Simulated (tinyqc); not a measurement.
# From steady velocity back to low-field mobility mu_0

Model: velocity overshoot from momentum and energy balance equations after a field step. Computed by tinyqc, a small Python program. Command: `OMP_NUM_THREADS=1 python tinyqc.py 3006044 3006045 out.jsonl overshoot inv`. One thread of a shared host (Intel(R) Xeon(R) Processor @ 2.30GHz), about 0.02 s of CPU time with the checks.

At t = 0 the field jumps from 0 to F in a uniform sample. v is the drift velocity and u = w - (3/2) k_B T the excess energy per carrier.

Inputs (values chosen for the exercise, modelled on electrons in germanium except for tau_E): effective mass m = 0.12 m_0; saturation velocity v_s = 0.7 1e7 cm/s; energy relaxation time tau_E = 0.38 ps; field after the step F = 1.4 kV/cm; lattice temperature T = 300 K.

Scheme: explicit Euler.

Constants: m_0 = 9.1093837015e-31 kg; e = 1.602176634e-19 C; k_B = 8.617333262e-05 eV/K.

Method. dv/dt = e F/m - v/tau_m(u), du/dt = e F v - u/tau_E, tau_m(u) = tau_0/(1 + c u), tau_0 = m mu_0/e, c = mu_0/(e tau_E v_s^2); this choice gives the steady state v (1 + mu_0 F v/v_s^2) = mu_0 F, which saturates at v_s. Steady velocity v = 2 mu_0 F/(1 + sqrt(1 + 4 (mu_0 F/v_s)^2)); u = e F v tau_E; carrier temperature T + 2u/(3 k_B), neglecting the drift energy m v^2/2.

Question. A run gave the result below. Find the low-field mobility mu_0, known to lie between 3300 and 8000 cm^2/(V s).

steady velocity = 0.407007 1e7 cm/s

Answer.

Each step takes the trial c = (a f_b - b f_a)/(f_b - f_a), f being the result less the target and a, b, c the logarithms of the listed values; c replaces end b, the old b replaces a if the sign of f changed, and otherwise f_a is halved.

Scan of the range:
```
low-field mobility mu_0 (cm^2/(V s))  steady velocity (1e7 cm/s)
3300                                                    0.347889
3820                                                    0.378467
4430                                                    0.408740
5140                                                    0.437940
5960                                                    0.465464
6900                                                    0.490907
8000                                                    0.514634
```

False position (Illinois rule, in the logarithm of the input) inside the bracket:
```
step    end a    end b    trial  steady velocity (1e7 cm/s)
1     3820.00  4430.00  4392.60                    0.407034
2     3820.00  4392.60  4391.42                    0.406981
3     4392.60  4391.42  4392.00                    0.407007
4     4391.42  4392.00  4392.00                    0.407007
```

Steady velocity rises at every point of a 13-point scan of the range (every second point is shown), so one value fits; it is bracketed by 3820 and 4430. Answer: low-field mobility mu_0 = 4392 cm^2/(V s).
